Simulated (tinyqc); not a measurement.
# FinFET, parasitic resistance, capacitance and delay: effect of the spacer length

Nf fins under one contact; each has gated perimeter p = 2 Hf + Wf and cross-section A = Hf Wf; contact width Wc = Nf pf, stack height Hs = Hf. Contact length Lc = CPP - Lg - 2 Lsp, shared by two neighbouring gates. Source and drain sides are equal. The formulas are first-order estimates, not field solutions.

Epitaxy sheet resistance Rsh = re/te, transfer length LT = sqrt(rc/Rsh), contact Rc = [sqrt(rc Rsh)/Wc] coth(Lc/(2 LT)); extension of one fin Rx = rx Lsp/A. With N fins: gate Cg = Cinv p N Lg; per side, plate Cp = ks eps0 [Wc (Hs + Hc) - N A]/Lsp, top fringe Cf = (2/pi) ks eps0 Wc ln(1 + Lg/(2 Lsp)), overlap Co = Cinv p N Lov. One fin: I = p Q vx u/(1 + |u|^1.8)^(1/1.8), Q = Cinv n Vt ln(1 + exp((Vg' - VT + dl Vd')/(n Vt))), u = Vd' mu/(vx Lg), Vg' = Vgs - v, Vd' = Vds - 2 v, with the drop on each side v = Rc (sum of I) + Rx I. Ieff = [I(Vgs = Vdd, Vds = Vdd/2) + I(Vdd/2, Vdd)]/2, total currents. With Cs = Cp + Cf + Co, the load of an inverter of two such devices driving an equal one is CL = 2 (Cg + 2 Cs) + 4 Cs + Cw (own drains counted twice for the Miller effect); delay CL Vdd/(2 Ieff).

Parameters, values chosen for the exercise; values close to those of silicon logic devices:
- T = 300 K (temperature)
- Nf = 2 (number of fins)
- Hf = 35 nm (fin height)
- Wf = 5 nm (fin width)
- pf = 27 nm (fin pitch)
- CPP = 51 nm (contacted gate pitch)
- Lg = 18 nm (gate length)
- ks = 7 (relative permittivity of the spacer)
- Hc = 15 nm (gate height above the channel stack)
- rc = 1.8e-9 ohm cm^2 (contact resistivity)
- re = 0.00033 ohm cm (resistivity of the source-drain epitaxy)
- te = 15 nm (current-carrying depth of the epitaxy)
- rx = 0.00071 ohm cm (resistivity of the extension)
- Lov = 0.5 nm (gate overlap)
- Cinv = 2.7 uF/cm^2 (inversion capacitance)
- vx = 1.3e7 cm/s (injection velocity)
- mu = 240 cm^2/(V s) (apparent mobility)
- VT = 0.25 V (threshold at zero drain voltage)
- dl = 0.028 V/V (barrier lowering)
- n = 1.25 (subthreshold factor)
- Cw = 0.22 fF (wire load)
- Vdd = 0.8 V (supply voltage)

Constants: q = 1.602176634e-19 C, kB = 1.380649e-23 J/K, eps0 = 8.8541878128e-12 F/m, Vt = kB T/q. Results are converted to the units shown.

Effect of the spacer length:

| Lsp (nm) | Rc (ohm) | Rx/N (ohm) | Ieff (uA) | CL (aF) | delay (ps) |
|---|---|---|---|---|---|
| 2 | 249.2 | 40.57 | 156.8 | 993.7 | 2.535 |
| 3 | 265.0 | 60.86 | 153.5 | 794.0 | 2.069 |
| 4 | 283.4 | 81.14 | 150.0 | 693.4 | 1.849 |
| 5 | 305.3 | 101.4 | 146.3 | 632.6 | 1.729 |
| 6 | 331.6 | 121.7 | 142.4 | 591.8 | 1.663 |
| 8 | 403.6 | 162.3 | 133.2 | 540.5 | 1.624 |
| 10 | 521.6 | 202.9 | 121.2 | 509.5 | 1.682 |
| 12 | 746.8 | 243.4 | 103.9 | 488.6 | 1.881 |

What does the table show?

As Lsp goes from 2 to 12 nm, Ieff falls from 157 to 104 uA, CL falls from 994 to 489 aF and the delay goes from 2.53 through a minimum of 1.62 (at Lsp = 8 nm among the rows listed) to 1.88 ps. A thin spacer costs capacitance, a thick one resistance and contact length, hence the minimum. For Lsp = 2 to 3 nm the spacer is under 3.5 nm, where leakage and breakdown between gate and contact would forbid it.

Computed by the program tinyqc: `OMP_NUM_THREADS=1 python tinyqc.py 2170032 2170033 out.jsonl`, one thread of a shared Intel Xeon 2.30GHz, about 0.03 s for the whole run.
